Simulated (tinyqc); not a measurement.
# Resistance of a source-drain extension with a graded tip: abruptness at a fixed junction position

y runs along the channel, the gate covers y > 0. The doping is N0 for y < y0 and N0 10^(-(y - y0)/la) beyond, uniform over the depth xj. Sheet conductance s(y) = q mu(N) max(N - Nch, 0) xj + (for y > 0) ma Cox Vo, with mu(N) = u0 + (u1 - u0)/(1 + (N/Nr)^au) and Cox = eps0 eox/tox. Current is taken as one-dimensional; depletion of the tip, spreading and the contact are left out. The metallurgical junction lies at yj, where N = Nch.

R_spacer = integral of dy/s from -Ls to 0, R_ov from 0 to yj, R_channel = (Lg - 2 yj)/(ma Cox Vo), R_total = 2 R_spacer + 2 R_ov + R_channel. Electrical length L_eff = ma Cox dR_total/d(1/Vo); R_series = R_total - L_eff/(ma Cox Vo). y0 is moved with la so that yj stays at 8.2532 nm.

Parameters, values chosen for the exercise; mobility law close to that of holes in silicon:
```
symbol    value        unit                                                                 meaning
eox         3.9              relative permittivity of the gate insulator (close to silicon dioxide)
tox         1.6          nm                                                     insulator thickness
N0       5.9e19       cm^-3                        active doping of the extension far from the gate
xj           27          nm                                                  depth of the extension
Nch      1.3e18       cm^-3                                                          channel doping
Ls           13          nm                                                           spacer length
Vo         0.83           V                                                          gate overdrive
ma           72  cm^2/(V s)                                      mobility of the gate-induced layer
u1        470.5  cm^2/(V s)                                                  mobility at low doping
u0         44.9  cm^2/(V s)                                                 mobility at high doping
Nr      2.23e17       cm^-3                                                        reference doping
au        0.719                                                                            exponent
Lg           45          nm                                                             gate length
```

Constants: q = 1.602176634e-19 C, eps0 = 8.8541878128e-14 F/cm where lengths are in cm. Results are converted to the units shown.

The same in every row: yj (nm) = 8.253; R_channel (ohm um) = 220.9.

Abruptness at a fixed junction position:
```
la (nm/decade),R_spacer (ohm um),R_ov (ohm um),R_total (ohm um),L_eff (nm),R_series (ohm um)
1,9.925,9.855,260.5,29.37,32.78
2.3,9.925,15.21,271.2,30.33,36.01
3.6,9.925,20.57,281.9,31.30,39.24
4.9,9.925,25.92,292.6,32.26,42.47
6.1,10.49,30.42,302.7,33.13,45.88
7.4,12.53,34.27,314.5,33.98,51.05
8.7,15.93,37.32,327.4,34.74,58.05
10,20.52,39.78,341.5,35.42,66.94
```

What does the table show?

As la goes from 1 to 10 nm/decade, R_total rises from 260 to 342 ohm um, R_spacer rises from 9.93 to 20.5 ohm um and R_ov rises from 9.86 to 39.8 ohm um. R_total changes on average by 9.01 ohm um for each nm/decade. L_eff exceeds the metallurgical length by 0.875 nm in the first row and 6.92 nm in the last, since the gate also controls the lightly doped tips.

Computed by the program tinyqc: `OMP_NUM_THREADS=1 python tinyqc.py 2282239 2282240 out.jsonl`, one thread of a shared Intel Xeon 2.30GHz, about 0.04 s for the whole run.
